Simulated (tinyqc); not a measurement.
Comparisons within one model: carbon nanotube by zone folding. A value that a table varies takes the place of the one given here.

Circumference C = n a1 + m a2, a = sqrt3 acc; d = a sqrt(n^2 + nm + m^2)/pi; tan(theta) = sqrt3 m/(2n + m); dR = gcd(2n + m, 2m + n); T = t1 a1 + t2 a2 with t1 = (2m + n)/dR, t2 = -(2n + m)/dR, |T| = sqrt3 pi d/dR; N = 2 (n^2 + nm + m^2)/dR hexagons a cell. On cutting line mu = 0 to N - 1 at x = k|T|/(2 pi) the phases are p1 = 2 pi (-t2 mu + m x)/N, p2 = 2 pi (t1 mu - n x)/N, and E = -/+ t |1 + exp(i p1) + exp(i p2)|.

Parameters, chosen for this exercise (near those used for carbon; the results hold for these values, not for the real material): t = 2.95 eV (hopping); acc = 1.42 angstrom (bond length); tubes = ((6, 4), (9, 4), (12, 4), (11, 4), (16, 15), (6, 5), (7, 2)) (pairs (n, m)); n = 16 (chiral index); m = 5 (chiral index).

## Semiconducting tubes compared

E11 and E22 are twice the two lowest band edges; the cone gives E11 d = 2 t acc and E22/E11 = 2.

Tubes:
```
(n,m)    d (angstrom)  theta (deg)  (n - m) mod 3  E11 (eV)  E22 (eV)  E11 d/(2 t acc)  E22/E11
(6,4)            6.83         23.4              2    1.2334    2.3376            1.005    1.895
(9,4)            9.03         17.5              2    0.9397    1.7757            1.013    1.890
(12,4)          11.29         13.9              2    0.7523    1.4285            1.014    1.899
(11,4)          10.53         14.9              1    0.7812    1.6273            0.982    2.083
(16,15)         21.02         28.9              1    0.3980    0.7957            0.999    1.999
(6,5)            7.47         27.0              1    1.1097    2.2109            0.989    1.992
(7,2)            6.41         12.2              2    1.3394    2.4170            1.025    1.804
```

E11 follows 1/d first. For mod 1 the scaled E11 lies below one (0.982 to 0.999) and E22/E11 on both sides of two (1.992 to 2.083). For mod 2 the scaled E11 lies above one (1.005 to 1.025) and E22/E11 below two (1.804 to 1.899). The largest departure of the scaled E11 is that of (7,2); warping acts as cos(3 theta)/d, most for thin tubes near zigzag. Below about 8 angstrom curvature, left out of zone folding, changes the gaps further.

## Neighbouring tubes

Diameter, chiral angle and twice the lowest band edge. Each row changes one parameter from the base and keeps the others.

Results:
```
case                 d (angstrom)  theta (deg)  gap (eV)
base                       14.875        13.17    0.5696
n = 17                     15.638        12.52    0.0000
m = 6                      15.421        15.30    0.5370
t = 3.098 eV               14.875        13.17    0.5982
acc = 1.46 angstrom        15.294        13.17    0.5696
```

The largest shifts from the base row, up to three for each result and ties (the steps differ in size, so this ranks the rows, not the parameters). d (angstrom): n +0.763, m +0.546, acc +0.419; unchanged at the printed digits by t. theta (deg): m +2.12, n -0.65; unchanged at the printed digits by t and acc. gap (eV): n -0.5696, m -0.0326, t +0.0286; unchanged at the printed digits by acc. In zone folding the gap does not depend on acc at fixed (n, m); a step in n or m changes (n - m) mod 3 and closes the gap where that becomes zero.

(tinyqc, `OMP_NUM_THREADS=1 python tinyqc.py 1452272 1452273 out.jsonl`, Intel(R) Xeon(R) Processor @ 2.30GHz, 1 thread, shared host, about 0.03 s.)
